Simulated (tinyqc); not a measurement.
Where the wafer is too thin: surface photovoltage measurement of the minority-carrier diffusion length in a wafer. Computed by tinyqc, a small Python program. Command: `OMP_NUM_THREADS=1 python tinyqc.py 3130518 3130519 out.jsonl spv walk`. One thread of a shared host (Intel(R) Xeon(R) Processor @ 2.30GHz), about 0.01 s of CPU time with the checks.

Low injection, steady light, a depletion layer much thinner than 1/alpha and L. The excess density dn is taken at the front edge of the neutral region; light that reaches the back is lost.

Inputs (values chosen for the exercise, modelled on p-type silicon at room temperature):
```
quantity                            value        unit
wafer thickness W                     625  micrometre
diffusivity D                        33.1      cm^2/s
front recombination velocity S_f     5200        cm/s
back recombination velocity S_b       300        cm/s
photon flux entering              4.9e+11  1/(cm^2 s)
```

Method:
- alpha = (84.732/lambda - 76.417)^2 per cm with lambda in micrometre (an empirical fit for silicon between 0.7 and 1.05 micrometre).
- Thick wafer: dn = Phi L/((S_f + D/L)(L + 1/alpha)). Finite wafer, with s = S_b L/D, w = W/L, a = alpha L: dn = [Phi a/(a^2 - 1)] [a - B - exp(-alpha W)(a - s)/(cosh w + s sinh w)]/(S_f + B D/L), B = (sinh w + s cosh w)/(cosh w + s sinh w).
- Readings y = (Phi/dn) (1 + noise x g) at 780, 830, 880, 920, 950, 975 and 995 nm; a least-squares line y = c (1/alpha + L_app) gives L_app = intercept/slope.
- No noise; L is varied at fixed W, and the last two columns set S_b to 0 and to 1e7 cm/s.

Apparent length (micrometre):
```
L          W/L  given S_b  S_b = 0  S_b = 1e7
31.2    20.032       31.2     31.2      31.20
62.5    10.000       62.5     62.5      62.50
125.0    5.000      125.1    125.1     124.85
188.0    3.324      189.4    190.0     185.71
312.0    2.003      325.8    338.1     285.54
500.0    1.250      547.1    647.2     376.13
812.0    0.770      861.5   1396.4     438.24
1310.0   0.477     1153.4   3034.8     468.95
2500.0   0.250     1381.0   7352.9     484.66
```

What follows from these numbers?

With a fast back surface L_app levels off, at 485 micrometre in the last row; with a passive one it reaches up to 2.94 times L among these rows and is 7350 in the last. All three columns are within 5 % of L down to W/L = 3.3.

Extremes, crossings and ranges named in words are read from the listed rows.
